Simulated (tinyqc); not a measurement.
Inside a calculation. Method: CIS and TDHF on RHF in the sto-6g basis, frozen core, for BeH+, spin multiplicity 1. One step of it, computed by the program tinyqc.

Problem. CIS matrix, triplets. A(ia,jb) = (e_a - e_i) d_ij d_ab - (ij|ab).

orbital energies (hartree): MO1 -5.099030, MO2 -0.766390, MO3 -0.268778, MO4 -0.152323, MO5 -0.152323, MO6 0.433033

Two-electron integrals over orbitals (pq|rs), unique and non-zero (hartree); the lowest 1 orbital is frozen and left out:
```
(22|22) 0.556637    (32|22) -0.064068   (32|32) 0.027583    (33|22) 0.320863
(33|32) 0.024126    (33|33) 0.478310    (42|42) 0.042431    (43|42) 0.029806
(43|43) 0.053088    (44|22) 0.377357    (44|32) 0.014000    (44|33) 0.402177
(44|44) 0.450117    (52|52) 0.042431    (53|52) 0.029806    (53|53) 0.053088
(54|54) 0.024258    (55|22) 0.377357    (55|32) 0.014000    (55|33) 0.402177
(55|44) 0.401601    (55|55) 0.450117    (62|22) 0.078103    (62|32) -0.043638
(62|33) -0.027273   (62|44) -0.045507   (62|55) -0.045507   (62|62) 0.122767
(63|22) -0.056383   (63|32) 0.022440    (63|33) 0.057296    (63|44) 0.011855
(63|55) 0.011855    (63|62) -0.041732   (63|63) 0.043030    (64|42) -0.030704
(64|43) -0.016780   (64|64) 0.027950    (65|52) -0.030704   (65|53) -0.016780
(65|65) 0.027950    (66|22) 0.544834    (66|32) -0.060025   (66|33) 0.353186
(66|44) 0.381835    (66|55) 0.381835    (66|62) 0.104371    (66|63) -0.051960
(66|66) 0.576958
```

Give: CIS matrix A, triplet.

Solution.

CIS matrix A, triplet (hartree), lower triangle:
```
        2>3     2>4     2>5     2>6
2>3  0.1767
2>4  0.0000  0.2367
2>5  0.0000  0.0000  0.2367
2>6  0.0564  0.0000  0.0000  0.6546
```
